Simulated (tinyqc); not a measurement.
Sweep of a biaxial (001) stress: deformation-potential model of the X valleys of a conduction band.

Valleys with axes along x, y and z, one whole valley each. Herring-Vogt shift of a valley with unit axis a: dE = Xd tr(e) + Xu a.e.a. Non-degenerate shares n_i = exp(-dE_i/kT)/sum_j exp(-dE_j/kT). Inverse mass tensor of a valley: (1 - a a)/mt + a a/ml; the masses are taken as independent of strain.

s11 = (C11 + C12)/((C11 - C12)(C11 + 2 C12)), s12 = -C12/((C11 - C12)(C11 + 2 C12)), s44 = 1/C44; exx = s11 sxx + s12 (syy + szz) and cyclic, exy = s44 sxy/2; tension is positive. A uniaxial stress X along the unit vector n is s_ij = X n_i n_j. Biaxial (001) means sxx = syy = X.

Constants: kB = 8.617333262e-05 eV/K.

Parameters, chosen for this exercise (near those of GaP; shifted at random, so the results belong to these values and not to a real crystal):
- ml = 2.078 m0 (longitudinal mass)
- mt = 0.246 m0 (transverse mass)
- Xd = 1.47 eV (dilation potential)
- Xu = 6.81 eV (uniaxial potential)
- C11 = 147.2 GPa
- C12 = 58.7 GPa
- C44 = 67.8 GPa
- load = biaxial (001) (kind of stress)
- T = 400 K (temperature)

m_c = 1/(u.M.u) along [110] with M = sum_i n_i (inverse mass tensor); gain against zero stress at a fixed scattering time.

Results:

| X (GPa) | spread (meV) | lowest edge (meV) | n x | n y | n z | m_c (m0) | gain (%) |
|---|---|---|---|---|---|---|---|
| -1.00 | 76.9 | -53.9 | 0.475 | 0.475 | 0.051 | 0.4229 | -17.6 |
| -0.50 | 38.5 | -27.0 | 0.430 | 0.430 | 0.141 | 0.3960 | -12.0 |
| -0.20 | 15.4 | -10.8 | 0.379 | 0.379 | 0.242 | 0.3693 | -5.7 |
| 0.00 | 0.0 | 0.0 | 0.333 | 0.333 | 0.333 | 0.3484 | 0.0 |
| 0.20 | 15.4 | -4.6 | 0.281 | 0.281 | 0.439 | 0.3269 | 6.6 |
| 0.50 | 38.5 | -11.5 | 0.198 | 0.198 | 0.604 | 0.2980 | 16.9 |
| 1.00 | 76.9 | -23.0 | 0.088 | 0.088 | 0.823 | 0.2668 | 30.6 |

How do the results move, and what explains it?

Along [110] the gain is -17.6 % at -1.00 GPa and +30.6 % at 1.00 GPa. The slope at zero stress (from +/- 0.001 GPa), +31.0 % per GPa, carried to the ends would give -31 and +31 %; the response falls behind at both ends, as it saturates once the spread passes a few kT (kT = 34.5 meV, spread up to 77 meV).

Computed by tinyqc, a small Python program: `OMP_NUM_THREADS=1 python tinyqc.py 1081287 1081288 out.jsonl` (the numbers bound the seed that draws the inputs); one thread of a shared host (Intel(R) Xeon(R) Processor @ 2.30GHz), about 0.01 s for the whole set of steps.
